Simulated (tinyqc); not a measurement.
RKS/LDA (VWN5) in the 6-31g basis, for H3+, spin multiplicity 1, step by step (part 1 of 2). Computed by tinyqc, a small Python program that keeps every step (integrals from PySCF). Settings: charge = 1, multiplicity = 1, basis = 6-31g, energy threshold = 1e-09, iteration cap = 70, orthogonalisation = symmetric, start = Wolfsberg-Helmholz matrix, DIIS depth = 6, method = RKS, functional = lda,vwn, grid = [40, 14]. Command: `OMP_NUM_THREADS=1 python tinyqc.py 28700 28701 out.jsonl` (the two numbers bound the seeds that draw the settings). One thread of a shared host (Intel(R) Xeon(R) Processor @ 2.60GHz), about 0.4 s of CPU time with the checks. Later iterations appear only in the table of the cycle.

## One-electron integrals

Geometry (angstrom):
```
atom         x         y          z
H     0.000000  0.000000   0.000000
H     0.000000  0.000000   1.071000
H     0.000000  1.070000  -0.043000
```

Basis 6-31g: exponents (1/bohr^2) and contraction coefficients of normalised primitives:
```
element  l (shell)   exponent  coefficient
H            s (1)  18.731137     0.033495
H            s (1)   2.825394     0.234727
H            s (1)   0.640122     0.813757
H            s (2)   0.161278     1.000000
```

Overlap, kinetic and nuclear-attraction integrals over the contracted functions; the nuclear repulsion is the sum of Za Zb / Rab.

nuclear repulsion = 1.33084619 hartree

overlap S, lower triangle:
```
          1H 1s     1H 2s     2H 1s     2H 2s     3H 1s     3H 2s
1H 1s  1.000000
1H 2s  0.658292  1.000000
2H 1s  0.210388  0.384289  1.000000
2H 2s  0.384289  0.718701  0.658292  1.000000
3H 1s  0.210466  0.384342  0.046440  0.215091  1.000000
3H 2s  0.384342  0.718762  0.215091  0.503054  0.658292  1.000000
```

kinetic energy T (hartree), lower triangle:
```
           1H 1s     1H 2s      2H 1s     2H 2s     3H 1s     3H 2s
1H 1s   1.395678
1H 2s   0.259735  0.241917
2H 1s  -0.002157  0.096927   1.395678
2H 2s   0.096927  0.135579   0.259735  0.241917
3H 1s  -0.002108  0.096954  -0.043726  0.021431  1.395678
3H 2s   0.096954  0.135601   0.021431  0.065955  0.259735  0.241917
```

nuclear attraction V (hartree), lower triangle:
```
           1H 1s      1H 2s      2H 1s      2H 2s      3H 1s      3H 2s
1H 1s  -2.640700
1H 2s  -1.386865  -1.526266
2H 1s  -0.486452  -0.783264  -2.489524
2H 2s  -0.822696  -1.121434  -1.290050  -1.419604
3H 1s  -0.486657  -0.783396  -0.096570  -0.435417  -2.489586
3H 2s  -0.822816  -1.121534  -0.435406  -0.788628  -1.290088  -1.419639
```

core Hamiltonian H = T + V (hartree), lower triangle:
```
           1H 1s      1H 2s      2H 1s      2H 2s      3H 1s      3H 2s
1H 1s  -1.245021
1H 2s  -1.127130  -1.284349
2H 1s  -0.488610  -0.686338  -1.093846
2H 2s  -0.725769  -0.985855  -1.030314  -1.177687
3H 1s  -0.488765  -0.686442  -0.140296  -0.413986  -1.093908
3H 2s  -0.725862  -0.985934  -0.413974  -0.722673  -1.030353  -1.177722
```

## Two-electron integrals

Functions are numbered as in S; the eight-fold symmetry (ij|kl) = (ji|kl) = (kl|ij) leaves the list below.

Two-electron integrals (ij|kl) in chemists' order, unique and non-zero (hartree):
```
(11|11) 1.076566   (21|11) 0.578470   (21|21) 0.329423   (22|11) 0.587396
(22|21) 0.361304   (22|22) 0.453150   (31|11) 0.165717   (31|21) 0.097249
(31|22) 0.111240   (31|31) 0.040919   (32|11) 0.213929   (32|21) 0.134086
(32|22) 0.172730   (32|31) 0.062049   (32|32) 0.111171   (33|11) 0.488205
(33|21) 0.314677   (33|22) 0.426518   (33|31) 0.165717   (33|32) 0.327421
(33|33) 1.076566   (41|11) 0.327421   (41|21) 0.187788   (41|22) 0.208295
(41|31) 0.062049   (41|32) 0.088171   (41|33) 0.213929   (41|41) 0.111171
(42|11) 0.386047   (42|21) 0.240060   (42|22) 0.308605   (42|31) 0.086980
(42|32) 0.146450   (42|33) 0.386047   (42|41) 0.146450   (42|42) 0.234066
(43|11) 0.314677   (43|21) 0.201342   (43|22) 0.271761   (43|31) 0.097249
(43|32) 0.187788   (43|33) 0.578470   (43|41) 0.134086   (43|42) 0.240060
(43|43) 0.329423   (44|11) 0.426518   (44|21) 0.271761   (44|22) 0.370390
(44|31) 0.111240   (44|32) 0.208295   (44|33) 0.587396   (44|41) 0.172730
(44|42) 0.308605   (44|43) 0.361304   (44|44) 0.453150   (51|11) 0.165787
(51|21) 0.097288   (51|22) 0.111283   (51|31) 0.027798   (51|32) 0.039176
(51|33) 0.090818   (51|41) 0.055215   (51|42) 0.073355   (51|43) 0.059020
(51|44) 0.082578   (51|51) 0.040949   (52|11) 0.213977   (52|21) 0.134114
(52|22) 0.172761   (52|31) 0.039169   (52|32) 0.060289   (52|33) 0.143631
(52|41) 0.076681   (52|42) 0.115366   (52|43) 0.093699   (52|44) 0.134502
(52|51) 0.062082   (52|52) 0.111201   (53|11) 0.029883   (53|21) 0.018406
(53|22) 0.022681   (53|31) 0.007243   (53|32) 0.011534   (53|33) 0.029698
(53|41) 0.011602   (53|42) 0.017553   (53|43) 0.018230   (53|44) 0.022473
(53|51) 0.007245   (53|52) 0.011535   (53|53) 0.001936   (54|11) 0.118341
(54|21) 0.074295   (54|22) 0.096051   (54|31) 0.023482   (54|32) 0.036981
(54|33) 0.089553   (54|41) 0.043714   (54|42) 0.067299   (54|43) 0.057976
(54|44) 0.081129   (54|51) 0.033958   (54|52) 0.060769   (54|53) 0.007051
(54|54) 0.034508   (55|11) 0.488263   (55|21) 0.314710   (55|22) 0.426548
(55|31) 0.090791   (55|32) 0.143615   (55|33) 0.342438   (55|41) 0.179926
(55|42) 0.284160   (55|43) 0.224973   (55|44) 0.331586   (55|51) 0.165787
(55|52) 0.327468   (55|53) 0.029698   (55|54) 0.177339   (55|55) 1.076566
(61|11) 0.327468   (61|21) 0.187814   (61|22) 0.208324   (61|31) 0.055200
(61|32) 0.076676   (61|33) 0.179932   (61|41) 0.106964   (61|42) 0.138237
(61|43) 0.115377   (61|44) 0.156628   (61|51) 0.062082   (61|52) 0.088200
(61|53) 0.011604   (61|54) 0.048715   (61|55) 0.213977   (61|61) 0.111201
(62|11) 0.386088   (62|21) 0.240085   (62|22) 0.308635   (62|31) 0.073334
(62|32) 0.115356   (62|33) 0.284170   (62|41) 0.138232   (62|42) 0.209832
(62|43) 0.182264   (62|44) 0.252732   (62|51) 0.087020   (62|52) 0.146484
(62|53) 0.017554   (62|54) 0.081119   (62|55) 0.386088   (62|61) 0.146484
(62|62) 0.234106   (63|11) 0.118331   (63|21) 0.074290   (63|22) 0.096047
(63|31) 0.033945   (63|32) 0.060760   (63|33) 0.177339   (63|41) 0.048707
(63|42) 0.081112   (63|43) 0.102468   (63|44) 0.115019   (63|51) 0.023489
(63|52) 0.036985   (63|53) 0.007051   (63|54) 0.022920   (63|55) 0.089553
(63|61) 0.043717   (63|62) 0.067302   (63|63) 0.034508   (64|11) 0.250332
(64|21) 0.157029   (64|22) 0.205999   (64|31) 0.055851   (64|32) 0.094648
(64|33) 0.247148   (64|41) 0.095361   (64|42) 0.155247   (64|43) 0.155249
(64|44) 0.204339   (64|51) 0.055870   (64|52) 0.094660   (64|53) 0.013368
(64|54) 0.055419   (64|55) 0.247148   (64|61) 0.095373   (64|62) 0.155258
(64|63) 0.055419   (64|64) 0.114676   (65|11) 0.314710   (65|21) 0.201361
(65|22) 0.271778   (65|31) 0.059003   (65|32) 0.093688   (65|33) 0.224973
(65|41) 0.115372   (65|42) 0.182257   (65|43) 0.147382   (65|44) 0.215316
(65|51) 0.097288   (65|52) 0.187814   (65|53) 0.018230   (65|54) 0.102468
(65|55) 0.578470   (65|61) 0.134114   (65|62) 0.240085   (65|63) 0.057976
(65|64) 0.155249   (65|65) 0.329423   (66|11) 0.426548   (66|21) 0.271778
(66|22) 0.370407   (66|31) 0.082552   (66|32) 0.134486   (66|33) 0.331586
(66|41) 0.156616   (66|42) 0.252719   (66|43) 0.215316   (66|44) 0.309235
(66|51) 0.111283   (66|52) 0.208324   (66|53) 0.022473   (66|54) 0.115019
(66|55) 0.587396   (66|61) 0.172761   (66|62) 0.308635   (66|63) 0.081129
(66|64) 0.204339   (66|65) 0.361304   (66|66) 0.453150
```

## Orthogonalisation

S = U s U^T; symmetric (Loewdin) form X = U s^(-1/2) U^T, so that X^T S X = 1.

eigenvalues of S: 0.128660  0.226704  0.398805  0.805288  1.223802  3.216740

X, lower triangle:
```
           1H 1s      1H 2s      2H 1s      2H 2s      3H 1s     3H 2s
1H 1s   1.262488
1H 2s  -0.532747   1.983436
2H 1s  -0.021350  -0.007633   1.258539
2H 2s   0.028689  -0.580928  -0.501630   1.642210
3H 1s  -0.021389  -0.007624   0.030360   0.030115   1.258542
3H 2s   0.028697  -0.581044   0.030111  -0.133756  -0.501630  1.642308
```

## Starting guess

The start is the generalised Wolfsberg-Helmholz matrix (K = 1.75) built on H; D = 2 C_occ C_occ^T.

D at the start, lower triangle:
```
          1H 1s     1H 2s     2H 1s     2H 2s     3H 1s     3H 2s
1H 1s  0.132789
1H 2s  0.182949  0.252056
2H 1s  0.054705  0.075369  0.022537
2H 2s  0.120521  0.166047  0.049651  0.109387
3H 1s  0.054735  0.075411  0.022549  0.049679  0.022562
3H 2s  0.120547  0.166083  0.049662  0.109410  0.049689  0.109434
```

## Iteration 1: exchange-correlation on the grid

Becke grid with 40 radial and 14 angular points per atom, points of zero weight dropped. rho = sum D_ij phi_i phi_j; V_xc,ij = sum w v_xc phi_i phi_j; v_xc is d(rho eps)/d rho.

The 12 grid points with the largest w rho, of 1636 (bohr, atomic units):
```
x                 y         z         w       rho     eps_xc       v_xc
0.768053   0.768053  0.768053  0.215723  0.046122  -0.312664  -0.407994
-0.768053  0.768053  0.768053  0.215723  0.046122  -0.312664  -0.407994
-0.669044  0.669044  0.669044  0.173409  0.056605  -0.332830  -0.434500
0.669044   0.669044  0.669044  0.173409  0.056605  -0.332830  -0.434500
0.877412   0.877412  0.877412  0.239739  0.036661  -0.291548  -0.380258
-0.877412  0.877412  0.877412  0.239739  0.036661  -0.291548  -0.380258
0.579602   0.579602  0.579602  0.128326  0.068388  -0.352640  -0.460552
-0.579602  0.579602  0.579602  0.128326  0.068388  -0.352640  -0.460552
-0.877412  0.877412  1.146485  0.247428  0.031466  -0.278310  -0.362881
0.877412   0.877412  1.146485  0.247428  0.031466  -0.278310  -0.362881
0.768053   1.253954  0.686795  0.213752  0.036059  -0.290082  -0.378334
-0.768053  1.253954  0.686795  0.213752  0.036059  -0.290082  -0.378334
```

electrons on the grid, sum of w rho = 2.019453

E_xc = sum of w rho eps_xc = -0.52462695 hartree

V_xc (hartree), lower triangle:
```
           1H 1s      1H 2s      2H 1s      2H 2s      3H 1s      3H 2s
1H 1s  -0.475343
1H 2s  -0.272663  -0.300617
2H 1s  -0.089629  -0.138099  -0.361535
2H 2s  -0.161729  -0.214526  -0.216646  -0.255602
3H 1s  -0.089469  -0.137897  -0.019597  -0.078150  -0.361550
3H 2s  -0.161500  -0.214427  -0.078453  -0.147416  -0.216449  -0.255442
```

## Iteration 1: building the Kohn-Sham matrix

J_ij = sum D_kl (ij|kl); F = H + J + V_xc; E = tr D H + tr D J / 2 + E_xc + E_nn.

Coulomb J (hartree), lower triangle:
```
          1H 1s     1H 2s     2H 1s     2H 2s     3H 1s     3H 2s
1H 1s  1.275309
1H 2s  0.763782  0.925768
2H 1s  0.250676  0.391647  0.998369
2H 2s  0.449783  0.657950  0.623185  0.814776
3H 1s  0.250784  0.391740  0.053030  0.221283  0.998515
3H 2s  0.449850  0.658026  0.221264  0.455911  0.623263  0.814844
```

Kohn-Sham matrix F (hartree), lower triangle:
```
           1H 1s      1H 2s      2H 1s      2H 2s      3H 1s      3H 2s
1H 1s  -0.445055
1H 2s  -0.636010  -0.659198
2H 1s  -0.327563  -0.432790  -0.457012
2H 2s  -0.437716  -0.542431  -0.623776  -0.618513
3H 1s  -0.327451  -0.432600  -0.106863  -0.270853  -0.456943
3H 2s  -0.437512  -0.542335  -0.271164  -0.414177  -0.623539  -0.618320
```

total energy of this density = -1.17130704 hartree

## Iteration 1: diagonalisation and new density

Diagonalise F' = X^T F X, C = X C', fill 1 alpha and 1 beta electrons from the bottom; D = 2 C_occ C_occ^T. Each column has its largest component positive (the first on a tie).

F' = X^T F X (hartree), lower triangle:
```
           1          2          3          4          5          6
1  -0.055541
2  -0.474938  -0.109404
3  -0.115592  -0.081134  -0.088604
4  -0.057802  -0.102442  -0.480090  -0.156854
5  -0.115628  -0.081068   0.036601  -0.032408  -0.088711
6  -0.057410  -0.102467  -0.032815  -0.079672  -0.479936  -0.156773
```

orbital energies (hartree): MO1 -0.867241, MO2 -0.549248, MO3 -0.358591, MO4 0.329291, MO5 0.346849, MO6 0.443052

coefficients C:
```
            MO1        MO2        MO3        MO4        MO5        MO6
1H 1s  0.307349   0.000079   0.372448  -0.791411  -0.006441  -1.010297
1H 2s  0.198554  -0.000133   1.246779   0.824499   0.005694   1.618435
2H 1s  0.264330   0.371328  -0.177737  -0.674176  -0.877274   0.611906
2H 2s  0.193062   0.590963  -0.735889   0.388805   1.175075  -0.919549
3H 1s  0.263889  -0.372126  -0.177147  -0.690408   0.863233   0.613656
3H 2s  0.192577  -0.590880  -0.736442   0.410920  -1.165162  -0.922504
```

D after iteration 1, lower triangle:
```
          1H 1s     1H 2s     2H 1s     2H 2s     3H 1s     3H 2s
1H 1s  0.188926
1H 2s  0.122050  0.078847
2H 1s  0.162483  0.104967  0.139740
2H 2s  0.118675  0.076666  0.102064  0.074546
3H 1s  0.162212  0.104792  0.139507  0.101894  0.139275
3H 2s  0.118377  0.076474  0.101808  0.074359  0.101638  0.074172
```

## Iteration 2: exchange-correlation on the grid

As before.

The 12 grid points with the largest w rho, of 1636 (bohr, atomic units):
```
x                 y         z         w       rho     eps_xc       v_xc
0.669044   0.669044  0.669044  0.173409  0.055848  -0.331464  -0.432704
-0.669044  0.669044  0.669044  0.173409  0.055848  -0.331464  -0.432704
0.768053   0.768053  0.768053  0.215723  0.044671  -0.309632  -0.404011
-0.768053  0.768053  0.768053  0.215723  0.044671  -0.309632  -0.404011
0.579602   0.579602  0.579602  0.128326  0.068449  -0.352737  -0.460679
-0.579602  0.579602  0.579602  0.128326  0.068449  -0.352737  -0.460679
-0.877412  0.877412  0.877412  0.239739  0.034565  -0.286372  -0.373463
0.877412   0.877412  0.877412  0.239739  0.034565  -0.286372  -0.373463
0.768053   0.768053  1.255843  0.221359  0.036180  -0.290378  -0.378722
-0.768053  0.768053  1.255843  0.221359  0.036180  -0.290378  -0.378722
-0.768053  1.253954  0.686795  0.213752  0.037376  -0.293266  -0.382514
0.768053   1.253954  0.686795  0.213752  0.037376  -0.293266  -0.382514
```

electrons on the grid, sum of w rho = 2.019345

E_xc = sum of w rho eps_xc = -0.57924592 hartree

V_xc (hartree), lower triangle:
```
           1H 1s      1H 2s      2H 1s      2H 2s      3H 1s      3H 2s
1H 1s  -0.471546
1H 2s  -0.266789  -0.287169
2H 1s  -0.093538  -0.148746  -0.423185
2H 2s  -0.160533  -0.211495  -0.238558  -0.257478
3H 1s  -0.093368  -0.148477  -0.020301  -0.083701  -0.422818
3H 2s  -0.160315  -0.211349  -0.084030  -0.147710  -0.238193  -0.257190
```

## Iteration 2: building the Kohn-Sham matrix

As before.

Coulomb J (hartree), lower triangle:
```
          1H 1s     1H 2s     2H 1s     2H 2s     3H 1s     3H 2s
1H 1s  1.283435
1H 2s  0.769185  0.933813
2H 1s  0.263805  0.420632  1.110594
2H 2s  0.458602  0.677864  0.676794  0.854146
3H 1s  0.263807  0.420465  0.056803  0.238213  1.109761
3H 2s  0.458615  0.677777  0.238317  0.476574  0.676371  0.853809
```

Kohn-Sham matrix F (hartree), lower triangle:
```
           1H 1s      1H 2s      2H 1s      2H 2s      3H 1s      3H 2s
1H 1s  -0.433132
1H 2s  -0.624733  -0.637706
2H 1s  -0.318343  -0.414452  -0.406437
2H 2s  -0.427700  -0.519486  -0.592078  -0.581019
3H 1s  -0.318327  -0.414454  -0.103793  -0.259473  -0.406964
3H 2s  -0.427562  -0.519505  -0.259688  -0.393808  -0.592175  -0.581103
```

total energy of this density = -1.24036734 hartree

## Iteration 2: DIIS over 2 matrices

error matrix X^T (FDS - SDF) X:
```
          1          2          3          4          5          6
1  0.000000  -0.003001  -0.015846  -0.010628  -0.015574  -0.010517
2  0.003001   0.000000  -0.014342  -0.008464  -0.014056  -0.008349
3  0.015846   0.014342   0.000000   0.006098   0.000211   0.006176
4  0.010628   0.008464  -0.006098   0.000000  -0.005851   0.000095
5  0.015574   0.014056  -0.000211   0.005851   0.000000   0.005929
6  0.010517   0.008349  -0.006176  -0.000095  -0.005929   0.000000
```

B (overlaps of the stored error matrices):
```
                1               2
1   3.2483361e-01  -1.7212782e-02
2  -1.7212782e-02   2.8312100e-03
```

Minimise |sum c_i e_i|^2 with sum c_i = 1: solve [B -1; -1 0][c; lambda] = [0; -1] with B_ij = tr e_i^T e_j, and take F = sum c_i F_i.

DIIS coefficients: 0.055356  0.944644

extrapolated F (hartree), lower triangle:
```
           1H 1s      1H 2s      2H 1s      2H 2s      3H 1s      3H 2s
1H 1s  -0.433792
1H 2s  -0.625357  -0.638895
2H 1s  -0.318854  -0.415467  -0.409236
2H 2s  -0.428255  -0.520756  -0.593833  -0.583095
3H 1s  -0.318832  -0.415459  -0.103963  -0.260103  -0.409731
3H 2s  -0.428113  -0.520769  -0.260323  -0.394936  -0.593911  -0.583164
```

## Iteration 2: diagonalisation and new density

As before.

F' = X^T F X (hartree), lower triangle:
```
           1          2          3          4          5          6
1  -0.046226
2  -0.474648  -0.100196
3  -0.113929  -0.076801  -0.042026
4  -0.058592  -0.101456  -0.476533  -0.125653
5  -0.113975  -0.076809   0.035897  -0.031407  -0.042695
6  -0.058233  -0.101496  -0.031776  -0.075936  -0.476424  -0.125792
```

orbital energies (hartree): MO1 -0.833298, MO2 -0.509137, MO3 -0.338872, MO4 0.351206, MO5 0.381095, MO6 0.466418

coefficients C:
```
            MO1        MO2        MO3        MO4        MO5        MO6
1H 1s  0.321092  -0.000498   0.359434  -0.908638  -0.009294  -0.906781
1H 2s  0.232251  -0.000647   1.243937   1.008266   0.010389   1.508315
2H 1s  0.252200  -0.361806  -0.186983  -0.596436  -0.879232   0.692561
2H 2s  0.176207  -0.603416  -0.742195   0.277206   1.165635  -0.961260
3H 1s  0.252317   0.362689  -0.186067  -0.612512   0.869253   0.690873
3H 2s  0.176273   0.603790  -0.741902   0.298931  -1.161625  -0.959821
```

D after iteration 2, lower triangle:
```
          1H 1s     1H 2s     2H 1s     2H 2s     3H 1s     3H 2s
1H 1s  0.206200
1H 2s  0.149148  0.107881
2H 1s  0.161959  0.117147  0.127209
2H 2s  0.113158  0.081849  0.088879  0.062098
3H 1s  0.162034  0.117202  0.127269  0.088920  0.127328
3H 2s  0.113200  0.081879  0.088912  0.062121  0.088953  0.062144
```

## Iteration 7 (converged): orbitals

converged F (hartree), lower triangle:
```
           1H 1s      1H 2s      2H 1s      2H 2s      3H 1s      3H 2s
1H 1s  -0.422111
1H 2s  -0.619472  -0.634288
2H 1s  -0.317639  -0.414857  -0.410135
2H 2s  -0.425178  -0.518532  -0.593753  -0.581929
3H 1s  -0.317578  -0.414762  -0.103857  -0.259833  -0.410319
3H 2s  -0.425014  -0.518490  -0.260092  -0.394046  -0.593671  -0.581863
```

As before.

F' = X^T F X (hartree), lower triangle:
```
           1          2          3          4          5          6
1  -0.034009
2  -0.474044  -0.096330
3  -0.113925  -0.077107  -0.043259
4  -0.057638  -0.101172  -0.476546  -0.125141
5  -0.113968  -0.077084   0.035893  -0.031417  -0.043603
6  -0.057280  -0.101198  -0.031797  -0.076375  -0.476424  -0.125161
```

orbital energies (hartree): MO1 -0.829272, MO2 -0.509190, MO3 -0.334965, MO4 0.354714, MO5 0.381092, MO6 0.470118

coefficients C:
```
            MO1        MO2        MO3        MO4        MO5        MO6
1H 1s  0.314518  -0.000255   0.357567  -0.877131  -0.006795  -0.940252
1H 2s  0.226141  -0.000191   1.252613   0.951251   0.006883   1.538811
2H 1s  0.254940  -0.362874  -0.184019  -0.621662  -0.878883   0.669674
2H 2s  0.180934  -0.602205  -0.742460   0.314086   1.167276  -0.947504
3H 1s  0.254778   0.363660  -0.183313  -0.635300   0.868777   0.669896
3H 2s  0.180722   0.602284  -0.742660   0.332539  -1.161419  -0.948480
```

D after iteration 7, lower triangle:
```
          1H 1s     1H 2s     2H 1s     2H 2s     3H 1s     3H 2s
1H 1s  0.197844
1H 2s  0.142251  0.102279
2H 1s  0.160366  0.115304  0.129989
2H 2s  0.113814  0.081833  0.092254  0.065474
3H 1s  0.160264  0.115231  0.129906  0.092196  0.129823
3H 2s  0.113681  0.081737  0.092146  0.065397  0.092088  0.065321
```

## Convergence

Stop when the energy changes by less than 1e-09 hartree and every element of the error matrix X^T (F D S - S D F) X is below 9e-06.

Course of the cycle:
```
iteration  E (hartree)     change  largest element of the error matrix
1          -1.17130704          -                             1.68e-01
2          -1.24036734  -6.91e-02                             1.58e-02
3          -1.24105078  -6.83e-04                             7.98e-03
4          -1.24120337  -1.53e-04                             3.11e-04
5          -1.24120351  -1.39e-07                             7.86e-05
6          -1.24120352  -1.83e-08                             2.09e-06
7          -1.24120352  -7.54e-12                             2.58e-09
```

PySCF RKS in the same basis, fine grid = -1.23672076 hartree

Converged in 7 iterations. The coarse grid moves the energy by -4.48e-03 hartree.
